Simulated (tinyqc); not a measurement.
# Six-transistor SRAM cell, nodal equations and margins: effect of the drain-induced barrier lowering

Two cross-coupled inverters (pull-down bn, pull-up bp) hold the nodes Q and QB; access transistors (ba, threshold VTn, gate on the word line at Vdd when selected) join them to the bit lines. Transistor (EKV form, voltages against the body): I = 2 n b Vt^2 [F(vp - Vs) - F(vp - Vd)] from drain to source, F(v) = ln^2(1 + exp(v/(2 Vt))), vp = (Vg - VT + sg |Vd - Vs|)/n. n-channel bodies are at 0; for the p-channel device all voltages are counted down from Vdd. b in uA/V^2 gives I in uA. For an access transistor the bit line is the drain and the node the source. In a read both bit lines are at Vdd. The cell is symmetric (no mismatch).

f(x) is the node voltage of one half-cell for input x: In = Ip in hold, In = Ip + Ia in a read. Static noise margin: side of the largest square between the curve (x, f(x)) and its mirror image (f(y), y); with h(c) the root x of f(x) - x = c, it is the maximum over c > 0 of h(c) - h(-c) + c. Q is the low node in a read and Iread the current of its access transistor. The write trip is the voltage to which the bit line of the high node must fall (the other staying at Vdd) for that state to vanish; higher is easier, and a negative value means that a grounded bit line does not write.

Parameters, values chosen for the exercise:
```
symbol  value    unit                                  meaning
T         400       K                              temperature
Vdd       0.8       V                           supply voltage
n        1.17                                     slope factor
VTn      0.39       V                      n-channel threshold
VTp      0.31       V          p-channel threshold (magnitude)
bn        370  uA/V^2  gain factor of the pull-down transistor
ba        180  uA/V^2     gain factor of the access transistor
bp        190  uA/V^2    gain factor of the pull-up transistor
```

Constants: q = 1.602176634e-19 C, kB = 1.380649e-23 J/K, Vt = kB T/q. Results are converted to the units shown.

Results:
```
sg    hold margin (mV)  read margin (mV)  Q in a read (mV)  Iread (uA)  write trip (mV)
0.02             329.9             217.4             67.70       9.238            63.06
0.05             316.5             204.6             73.71       10.02            78.08
0.08             303.1             191.7             79.76       10.82            92.15
0.14             276.1             166.2             91.90       12.44            117.6
0.17             262.5             153.5             97.95       13.26            129.1
```

Estimate the missing row, sg = 0.11.

Computed row:
```
sg    hold margin (mV)  read margin (mV)  Q in a read (mV)  Iread (uA)  write trip (mV)
0.11             289.6             178.9             85.84       11.63            105.3
```

With this row back in the table: As sg goes from 0.02 to 0.17, the read margin falls from 217 to 153 mV, the write trip rises from 63.1 to 129 mV and Iread rises from 9.24 to 13.3 uA. The read margin is 0.66 of the hold margin in the first row and 0.58 in the last. Read stability and write ability pull in opposite directions.

Computed by the program tinyqc: `OMP_NUM_THREADS=1 python tinyqc.py 2340011 2340012 out.jsonl`, one thread of a shared Intel Xeon 2.30GHz, about 0.1 s for the whole run.
